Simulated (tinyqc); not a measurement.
From results back to parameters: defect, radiative and Auger recombination at equal electron and hole densities (ABC model). Three cases, with inputs chosen for the exercise.

Problem. The peak efficiency, the current at the peak and the differential lifetime there, tau_p = 1/(Ae + 2 B n_p + 3 C n_p^2), are given; Ae, B and C are hidden. n_p = sqrt(Ae/C), Q = B/sqrt(Ae C), IQE_max = Q/(Q + 2).

J/(e d) = Ae n + B n^2 + C n^3 with Ae = A + 4 S/w (four side walls, carriers spread evenly), e = 1.602176634e-19 C, lengths in cm; internal efficiency IQE = B n^2/(Ae n + B n^2 + C n^3); all injected carriers recombine in the layer.

Case 1.

Values chosen (out of a larger set: orders of magnitude like those quoted for InGaAs; not measured data): d = 39 nm (active thickness).

IQE_max = 0.762436
J at the peak = 19.0407 A/cm^2
tau_p = 8.73396 ns

Case 2.

Values chosen (out of a larger set: orders of magnitude like those quoted for GaAs; not measured data): d = 58 nm (active thickness).

IQE_max = 0.969212
J at the peak = 290.249 A/cm^2
tau_p = 2.54257 ns

Case 3.

Values chosen (out of a larger set: orders of magnitude like those quoted for InP; not measured data): d = 130 nm (active thickness).

IQE_max = 0.968005
J at the peak = 2132.96 A/cm^2
tau_p = 1.40331 ns

Find: Q; Ae; n_p; B; C.

Solution. Q = 2 IQE/(1 - IQE). At the peak B n = Q Ae and C n^2 = Ae, so 1/tau_p = Ae (4 + 2Q) and J = e d Ae n_p (2 + Q); B and C follow.

Case 1.

Q = 6.42
Ae = 6.80e+06 1/s
n_p = 5.32e+17 1/cm^3
B = 8.2e-11 cm^3/s
C = 2.4e-29 cm^6/s

Case 2.

Q = 63.0
Ae = 3.03e+06 1/s
n_p = 1.59e+18 1/cm^3
B = 1.2e-10 cm^3/s
C = 1.2e-30 cm^6/s

Case 3.

Q = 60.5
Ae = 5.70e+06 1/s
n_p = 2.87e+18 1/cm^3
B = 1.2e-10 cm^3/s
C = 6.9e-31 cm^6/s

Computed by tinyqc, one run a case: `OMP_NUM_THREADS=1 python tinyqc.py N N+1 out.jsonl` with N = 1680826, 1680837, 1680840; one thread of a shared Intel(R) Xeon(R) Processor @ 2.30GHz, about 0.01 s a run at most.
